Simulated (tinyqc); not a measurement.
Comparisons within one model: model-solid line-up of a strained alloy layer on a substrate. A value that a table varies takes the place of the one given here.

All values of the alloy are linear in x but the gap, Eg(x) = (1 - x) Eg_A + x Eg_B - C x (1 - x), and the valence edge, Ev(x) = (1 - x) Ev_A + x Ev_B + fv C x (1 - x); Ec = Ev + Eg. Ev is the top of the unstrained valence band on a scale common to all materials. In the layer only the Gamma valley of the conduction band is followed, also where an X or L valley would lie lower.

Coherent growth on a (110) face: e_par = (a_s - a)/a, e_perp = -(C11 + 3 C12 - 2 C44)/(C11 + C12 + 2 C44) e_par; exx = eyy = (e_par + e_perp)/2, ezz = e_par, exy = (e_perp - e_par)/2, eyz = ezx = 0.

Strained edges: Ec + ac tr(e); the valence edges are Ev plus the levels of the 6 x 6 matrix of X, Y, Z times spin with -Dso/3 + l exx + m (eyy + ezz) on the diagonal (cyclic), n exy off it, l = av + 2 b, m = av - b, n = sqrt(3) d. Spin-orbit term (Dso/3) L.sigma on X, Y, Z with (L_k)_ij = -i epsilon_kij: <X+|H|Y+> = -i Dso/3, <X+|H|Z-> = Dso/3, <Y+|H|Z-> = -i Dso/3, <Z+|H|X-> = -Dso/3, <Z+|H|Y-> = i Dso/3, <X-|H|Y-> = i Dso/3, and their conjugates; + and - are the spin along z.

dEc = Ec(substrate) - Ec(layer), dEv = Ev(layer) - Ev(substrate); positive values confine the carrier in the layer. Type I: both of one sign; type II: opposite signs; type III: the gaps do not overlap.

Coherent growth: e_par = (a_s - a)/a. (001): e_perp = -2 (C12/C11) e_par; exx = eyy = e_par, ezz = e_perp, no shear. (111): e_perp = -(2 C11 + 4 C12 - 4 C44)/(C11 + 2 C12 + 4 C44) e_par; exx = eyy = ezz = (2 e_par + e_perp)/3 and exy = eyz = ezx = (e_perp - e_par)/3. (110): e_perp = -(C11 + 3 C12 - 2 C44)/(C11 + C12 + 2 C44) e_par; exx = eyy = (e_par + e_perp)/2, ezz = e_par, exy = (e_perp - e_par)/2, eyz = ezx = 0.

Values chosen for the exercise (A near GaP, B near GaAs, substrate near GaP; the results hold for these values, not for the real material):
- a = (5.448, 5.646) angstrom (lattice constant of A, B)
- Eg = (2.896, 1.512) eV (gap at Gamma to the s-like level of A, B)
- Dso = (0.079, 0.342) eV (spin-orbit splitting of A, B)
- Ev = (-1.26, -0.79) eV (top of the unstrained valence band of A, B)
- ac = (-8.24, -7.2) eV (conduction deformation potential of A, B)
- av = (1.7, 1.16) eV (valence hydrostatic potential of A, B)
- b = (-1.62, -1.99) eV (tetragonal shear potential of A, B)
- d = (-4.56, -4.85) eV (trigonal shear potential of A, B)
- C11 = (141, 121.7) GPa (of A, B)
- C12 = (61.8, 57.3) GPa (of A, B)
- C44 = (71, 60.1) GPa (of A, B)
- C = 0.165 eV (bowing of the gap)
- fv = 0.3 (share of the bowing taken by the valence edge)
- a_s = 5.448 angstrom (substrate)
- Eg_s = 2.345 eV (lowest gap of the substrate)
- Ev_s = -1.26 eV (substrate valence edge)
- face = 110 (growth face)
- x = 0.78 (fraction of B)

## Composition against offsets

Each composition is strained to the same substrate.

Results:

| x | e_par (%) | relaxed gap (eV) | strained gap (eV) | valence splitting (meV) | dEc (eV) | dEv (eV) | type |
|---|---|---|---|---|---|---|---|
| 0.03 | -0.11 | 2.850 | 2.861 | 8 | -0.533 | 0.017 | II |
| 0.15 | -0.54 | 2.667 | 2.723 | 34 | -0.463 | 0.085 | II |
| 0.26 | -0.94 | 2.504 | 2.597 | 55 | -0.400 | 0.147 | II |
| 0.38 | -1.36 | 2.331 | 2.461 | 75 | -0.331 | 0.215 | II |
| 0.50 | -1.78 | 2.163 | 2.326 | 95 | -0.264 | 0.283 | II |
| 0.62 | -2.20 | 1.999 | 2.193 | 114 | -0.198 | 0.350 | II |
| 0.73 | -2.58 | 1.853 | 2.071 | 131 | -0.138 | 0.412 | II |
| 0.85 | -3.00 | 1.699 | 1.940 | 149 | -0.074 | 0.479 | II |

What can be read from the table?

The layer stays under compression over this range. The strained gap runs from 2.861 to 1.940 eV, against 2.850 to 1.699 eV for the relaxed alloy: strain takes back part of the change that the composition makes. Strains above 2 % can be kept only in layers of a few nanometres. The line-up is type II throughout. Offsets below about 50 meV are within the spread of parameter sets, so those rows do not settle the type. Where the alloy is indirect its X or L edge, left out, lies lower and sets the real gap and dEc.

## The same layer on three faces

Composition and substrate are kept.

Results:

| face | e_perp (%) | tr(e) (%) | shift of Ec (meV) | shift of Ev (meV) | valence splitting (meV) | gap (eV) |
|---|---|---|---|---|---|---|
| (001) | 2.552 | -2.962 | 220.0 | 63.4 | 124.1 | 1.9447 |
| (111) | 1.316 | -4.198 | 311.8 | 58.9 | 130.1 | 2.0412 |
| (110) | 1.567 | -3.946 | 293.1 | 64.8 | 138.7 | 2.0165 |

What does this show, and why?

The layer yields most along the normal on (001) and least on (111), so the volume change, and with it the shift of Ec, is largest on (111). The valence splitting, set by b on (001), by d on (111) and by both on (110), is largest on (110). The gaps span 96 meV, from (001) to (111).

## What each parameter does

Strained gap, valence splitting and offsets. Each row changes one parameter from the base and keeps the others.

Results:

| case | gap (eV) | splitting (meV) | dEc (eV) | dEv (eV) |
|---|---|---|---|---|
| base | 2.0165 | 138.7 | -0.1114 | 0.4399 |
| x = 0.76 | 2.0384 | 135.6 | -0.1221 | 0.4287 |
| a_s = 5.468 angstrom | 1.9873 | 128.5 | -0.0734 | 0.4311 |
| C = 0.265 eV | 1.9993 | 138.7 | -0.0994 | 0.4451 |
| fv = 0.5 | 2.0165 | 138.7 | -0.1171 | 0.4456 |
| Ev_s = -1.21 eV | 2.0165 | 138.7 | -0.0614 | 0.3899 |
| Dso = (0.091, 0.393) eV | 2.0170 | 147.7 | -0.1114 | 0.4394 |
| b = (-1.863, -2.288) eV | 2.0162 | 134.9 | -0.1114 | 0.4402 |
| d = (-5.244, -5.577) eV | 1.9976 | 155.6 | -0.1114 | 0.4588 |

What does this show?

The largest shifts from the base row, up to three for each result and ties (the steps differ in size, so this ranks the rows, not the parameters). gap (eV): a_s -0.0292, x +0.0219, d -0.0188; unchanged at the printed digits by fv and Ev_s. splitting (meV): d +16.9, a_s -10.2, Dso +9.0; unchanged at the printed digits by C, fv and Ev_s. dEc (eV): Ev_s +0.0500, a_s +0.0380, C +0.0120; unchanged at the printed digits by Dso, b and d. dEv (eV): Ev_s -0.0500, d +0.0188, x -0.0112.

Run: tinyqc, `OMP_NUM_THREADS=1 python tinyqc.py 1081586 1081587 out.jsonl`; Intel(R) Xeon(R) Processor @ 2.30GHz, one thread, shared host; about 0.02 s of CPU time with all checks.
